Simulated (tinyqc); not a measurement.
Global model of a low-pressure process discharge: electron temperature, density, ion flux and ion energy: one step, computed by the program tinyqc.

Maxwellian electrons with temperature T_e in eV, one positive ion, no negative ions, uniform bulk density n; rate constants have the Arrhenius form.

Question. Geometry factors. n_g = p/(k_B T_g); lambda_i = 1/(n_g sigma); h_L = 0.86/sqrt(3 + L/(2 lambda_i)), h_R = 0.8/sqrt(4 + R/lambda_i); A_eff = 2 pi R^2 h_L + 2 pi R L h_R; d_eff = pi R^2 L/A_eff.

Inputs (values chosen for the exercise, of the order of those of an inductive discharge in a simple atomic gas):
```
quantity                     value  unit
ion-neutral cross section  9.9e-19   m^2
pressure p                    0.78    Pa
gas temperature T_g            500     K
radius R                        10    cm
height L                        11    cm
```

Constants: k_B = 1.380649e-23 J/K.

Give: gas density n_g; ion mean free path; h_L; h_R; A_eff; d_eff.

Answer.

gas density n_g = 1.130e+20 1/m^3

ion mean free path = 0.8940 cm

h_L = 0.2843

h_R = 0.2053

A_eff = 320.5 cm^2

d_eff = 10.78 cm
